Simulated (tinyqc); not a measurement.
Vertical double-diffused power MOSFET, components of the on-resistance: one step of the calculation.

Stripe cells of pitch Wp + a, two channels a cell. Current flows through the channels, spreads in the accumulation layer, passes the gap between the p bodies and spreads at 45 degrees into the drift layer below them. Low drain voltage, full ionisation.

Question. Drift layer. Triangular field at breakdown with Ec = Kc N^(1/8): BV = eps0 eps_r Ec^2/(2 q N), so N = (eps0 eps_r Kc^2/(2 q BV))^(4/3); W = 2 BV/Ec; mu = mud (T/300 K)^(-bt); rho = 1/(q mu N); ideal resistance rho W.

Inputs (values chosen for the exercise); bulk values close to those of silicon:
- T = 300 K (temperature)
- eps_r = 12.2 (relative permittivity)
- Kc = 3900 V/cm per (cm^-3)^(1/8) (critical-field constant)
- BV = 30 V (rated breakdown voltage of the drift layer)
- mud = 1200 cm^2/(V s) (drift mobility at 300 K)
- bt = 2.5 (temperature exponent of the drift mobility)

Constants: q = 1.602176634e-19 C, eps0 = 8.8541878128e-14 F/cm where lengths are in cm. Results are converted to the units shown.

Give: drift doping N; Ec; drift thickness W; electron mobility mu at T; drift resistivity rho; ideal resistance.

Answer.

drift doping N = 2.043e16 cm^-3
Ec = 0.4264 MV/cm
drift thickness W = 1.407 um
electron mobility mu at T = 1200 cm^2/(V s)
drift resistivity rho = 0.2545 ohm cm
ideal resistance = 0.03581 mohm cm^2

Computed by the program tinyqc: `OMP_NUM_THREADS=1 python tinyqc.py 2230106 2230107 out.jsonl`, one thread of a shared Intel Xeon 2.30GHz, about 0.01 s for the whole run.
